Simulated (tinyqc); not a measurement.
Kinetics of strain relaxation and threading dislocations in mismatched semiconductor layers: one step, computed by the program tinyqc.

60-degree dislocations on {111} planes of a (001) layer, isotropic elasticity. The Schmid factor is 1/sqrt(6), and a misfit segment relieves strain with b/2.

Problem. Graded buffer. In steady grading, strain is fed at R_f R_g and relieved at (b/4) rho v. As a glide-limited estimate, the driving stress is taken as the mean stress of the strained top zone, whose depth z solves R_f z/2 = e_eq(z), with strain R_f z at the surface; tau_g = S R_f z/2 is its mean; then rho = 4 R_f R_g/(b m tau_g), m = v0 exp(-Q/(k_B T_g)), S = (1/sqrt 6) 2 G (1 + nu)/(1 - nu), e_eq(z) = b (1 - nu/4) [ln(z/b) + 1]/(4 pi (1 + nu) z).

Inputs (values chosen for the exercise, modelled on Ge on Si): misfit f = 0.0443; shear modulus G = 55.7 GPa; Poisson ratio nu = 0.26; Burgers vector b = 4 angstrom; glide activation energy Q = 1.63 eV; velocity prefactor v0 = 29000 m/s per MPa; grading rate (misfit per thickness) R_f = 0.0013 1/micrometre; growth temperature of the buffer T_g = 657 K; growth rate R_g = 8.6 nm/s.

Constants: k_B = 8.617333262e-05 eV/K.

Give: depth z of the strained zone; stress tau_g; thread density of the buffer; buffer thickness f/R_f.

Solution.

depth z of the strained zone = 546.5 nm

stress tau_g = 27.51 MPa

thread density of the buffer = 4.468e+07 1/cm^2

buffer thickness f/R_f = 34.08 micrometre

Raising T_g by 50 K would lower this density by a factor 7.7: fast glide lets few threads do the work.
